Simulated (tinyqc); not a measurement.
Read current of a NAND string, cells in series solved by shooting: one step of the calculation.

Cells in series, numbered from 0 at the source line (0 V) to the bit line, each followed by a gap resistance Rg. A cell with gate Vg, threshold VT, source Vs and drain Vd passes I = 2 nf K Vt^2 [F(Vs) - F(Vd)]/(1 + th max(Vg - VT, 0)), F(V) = ln^2(1 + exp((Vg - VT - nf V)/(2 nf Vt))). The selected cell has Vg = Vr, the others Vg = Vp.

Problem. Node voltages for a trial current. For a trial current I start at 0 V and, cell by cell (the selected one is cell 3), solve for the drain: sqrt(F(Vd)) = sqrt(F(Vs) - I/k), k = 2 nf K Vt^2/(1 + th max(Vg - VT, 0)), Vd = [Vg - VT - 2 nf Vt ln(exp(sqrt F) - 1)]/nf, then add I Rg.

Inputs (values chosen for the exercise); values of the order met in vertical NAND strings:

| symbol | value | unit | meaning |
|---|---|---|---|
| T | 300 | K | temperature |
| K | 6.1 | uA/V^2 | gain factor of a cell |
| nf | 1.3 |  | slope factor |
| th | 0.1 | 1/V | mobility reduction factor |
| Rg | 14 | kohm | resistance of the gap between cells |
| Vbl | 0.5 | V | bit-line voltage |
| Vp | 6.2 | V | pass voltage |
| Vr | 2.46 | V | read voltage on the selected word line |

Constants: q = 1.602176634e-19 C, kB = 1.380649e-23 J/K, Vt = kB T/q. Results are converted to the units shown.

first trial current = 0.75 uA
thresholds from the source end, cell 0 to 5 (V): [-1.1, -1.1, 3.2, 0.5, -1.1, 3.2]

Wanted: node voltage after each cell and gap, trial 1.

Solution.

node voltage after each cell and gap, trial 1, cell 0 to 5 (V): [0.039714, 0.079636, 0.14602, 0.24229, 0.28333, 0.35551]

Program tinyqc, `OMP_NUM_THREADS=1 python tinyqc.py 2142198 2142199 out.jsonl`; Intel Xeon 2.30GHz, shared host, one thread, about 0.9 s.
